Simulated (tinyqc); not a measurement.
Angle series: uniform film or islands? Model: X-ray photoelectron analysis of a thin oxide on a semiconductor: attenuation lengths, thickness, angle series and band offsets. Computed by tinyqc, a small Python program. Command: `OMP_NUM_THREADS=1 python tinyqc.py 3113022 3113023 out.jsonl xps walk`. One thread of a shared host (Intel(R) Xeon(R) Processor @ 2.30GHz), about 0.01 s of CPU time with the checks.

The same element is seen in the oxide and in the substrate, at nearly the same kinetic energy; films are flat and uniform, and the work function is ignored.

Inputs (values chosen for the exercise, modelled on SiO2 on 4H-SiC):

| quantity | value | unit |
|---|---|---|
| photon energy | 1486.6 | eV |
| binding energy of the core level | 100.5 | eV |
| oxide density | 2.27 | g/cm^3 |
| oxide formula mass | 60.08 | g/mol |
| valence electrons per oxide formula | 16 | - |
| oxide gap | 8.86 | eV |
| substrate density | 3.21 | g/cm^3 |
| substrate formula mass | 40.1 | g/mol |
| valence electrons per substrate formula | 8 | - |
| substrate gap | 3.26 | eV |
| oxide thickness d | 2.2 | nm |
| emission angle from the normal | 30 | degrees |
| attenuation length over inelastic mean free path | 0.94 | - |
| carbon overlayer | 0.79 | nm |

Method:
- TPP-2M: lambda = E/(E_p^2 [b ln(c E) - C/E + D/E^2]) in angstrom, E_p = 28.8 sqrt(N_v rho/M), b = -0.10 + 0.944/sqrt(E_p^2 + E_g^2) + 0.069 rho^0.1, c = 0.191/sqrt(rho), U = N_v rho/M, C = 1.97 - 0.91 U, D = 53.4 - 20.8 U, with E = photon energy less binding energy in eV.
- Attenuation length L = factor x lambda.
- R_0 = (rho_o/M_o) L_o/((rho_s/M_s) L_s); peak ratio R = I_ox/I_sub = R_0 [exp(d/(L_o cos theta)) - 1]; hence d = L_o cos theta ln(1 + R/R_0). A carbon layer weakens both peaks alike, by exp(-d_C/(L_o cos theta)) if its L is taken equal to L_o. This R_0 leaves out intrinsic losses from the substrate peak, so calibrated values can be larger.
- Islands: half of the surface carries 2 d and half none, R = R_0 (1/2)(1 - t)/(1/2 + t/2) with t = exp(-2 d/(L_o cos theta)); the apparent thickness is read with the uniform formula.

R_0 = 0.622084

L in the oxide = 3.61644 nm

Against the angle:

| theta (degrees) | R, uniform | R, islands | apparent d, islands (nm) |
|---|---|---|---|
| 0 | 0.5209 | 0.33776 | 1.5684 |
| 20 | 0.5664 | 0.35453 | 1.5327 |
| 35 | 0.6852 | 0.39237 | 1.4487 |
| 45 | 0.8485 | 0.43323 | 1.3515 |
| 55 | 1.1746 | 0.48889 | 1.2029 |
| 65 | 2.0021 | 0.55589 | 0.9758 |
| 75 | 5.9036 | 0.61088 | 0.6403 |

What does the comparison show, and why?

A uniform film gives d = 2.2 nm at every angle. The island film of the same volume reads 1.57 nm at normal emission and 0.640 nm at 75 degrees; its ratio cannot pass R_0, since the bare half always shows the substrate.

Extremes, crossings and ranges named in words are read from the listed rows.
